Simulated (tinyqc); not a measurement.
Width of the inclusion: polytypes by hexagonality, and a cubic inclusion as a quantum well.

Gap: E3 + (E2 - E3) h. Valence top Ev2 h and polarisation P2 h, both counted from 3C; Ec = Ev + gap.

A cubic inclusion of width L = N d in the host (h = 1) is a well of depth V = Ec(host) - Ec(3C). Square well with mass mismatch: k tan(k L/2) = (m_w/m_b) q, k = sqrt(m_w E/c), q = sqrt(m_b (V - E)/c), c = hbar^2/2m0, lowest root. The depth of the level, V - E, is its binding, and the transition to the valence top of the host is gap(host) - (V - E). The step in polarisation gives a field |F| = |P|/(eps eps0) in a thin inclusion, eps0 = 8.8541878e-12 F/m.

Constants: hbar^2/2m0 = 3.80998211 eV angstrom^2.

Inputs chosen for the exercise (of the order of those of GaN; the results hold for these values, not for the real material):
- E3 = 3.302 eV (gap of the cubic polytype)
- E2 = 3.501 eV (gap of 2H)
- Ev2 = 0.064 eV (valence top of 2H above that of 3C)
- P2 = -0.0177 C/m^2 (spontaneous polarisation of 2H)
- m = (0.202, 0.195) m0 (electron mass along c in the cubic layer and in the host)
- d = 2.592 angstrom (thickness of a double layer)
- eps = 9.5 (dielectric constant)

Without the field: square well. With it, the potential inside is |F| (z - L/2), the host conduction edge lies at V - |F| L/2 on one side and V + |F| L/2 on the other, and the lowest level E_F is found by finite differences (step 0.25 angstrom, wide box, good to about 1 meV). Holes sit in the host on the high side, so the transition is gap(host) - V + E_F - |F| L/2. A dash: bound by less than 2 meV or not at all.

Results:
```
N   L (angstrom)  depth (eV)  transition (eV)  depth below the low side, with field (eV)  transition with field (eV)
1           2.59       0.006            3.495                                          -                           -
2           5.18       0.021            3.480                                          -                           -
3           7.78       0.043            3.458                                          -                           -
4          10.37       0.066            3.435                                      0.002                       3.281
6          15.55       0.108            3.393                                      0.008                       3.166
8          20.74       0.141            3.360                                      0.011                       3.054
12         31.10       0.185            3.316                                      0.012                       2.834
```

What does the comparison show, and why?

The square well binds a level even at N = 1 (6 meV), as any symmetric one-dimensional well does; the depth grows to 185 of 263 meV, and the transition tends to E3 - Ev(host) = 3.238 eV. With the field the level is bound by 2 meV or more for N = 4, 6, 8 and 12, and the transition is lowered by 155 meV at N = 4 and 482 meV at N = 12, where |F| L/2 = 327 meV. Free carriers or surface charge screen the field and the step between the two sides; with the field removed every row returns to its square-well depth, and the attraction to the hole, left out here, binds the electron further.

Program tinyqc; command `OMP_NUM_THREADS=1 python tinyqc.py 1850210 1850211 out.jsonl`; about 0.04 s on one thread of a shared Intel(R) Xeon(R) Processor @ 2.30GHz.
